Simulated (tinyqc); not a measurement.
## Fermi-level pinning from two metals

Inverse problem. Cowley-Sze model with the space charge neglected: phiB = S (phiM - chi) + (1 - S)(Eg - phi0), S = 1/(1 + q Dit dl/(eps0 ei)), dl in cm. Find S, phi0 and Dit.

Values chosen for this exercise; band and dielectric values close to those of silicon:
- Eg = 1.11 eV (band gap)
- chi = 4.02 eV (electron affinity)
- dl = 0.6 nm (thickness of the interfacial layer)
- ei = 3.9 (relative permittivity of the interfacial layer)

Constants: q = 1.602176634e-19 C, eps0 = 8.8541878128e-14 F/cm where lengths are in cm. Results are converted to the units shown.

barriers for metals with phiM = 4.19 and 5.21 eV (eV): [0.56650739, 0.94454305]

Answer. S is the slope of phiB against phiM; either barrier then gives phi0, and S gives Dit.

S = 0.371
phi0 = 0.310 eV
Dit = 6.10e13 cm^-2 eV^-1

Computed by the program tinyqc: `OMP_NUM_THREADS=1 python tinyqc.py 2020174 2020175 out.jsonl`, one thread of a shared Intel Xeon 2.30GHz, about 0.1 s for the whole run.
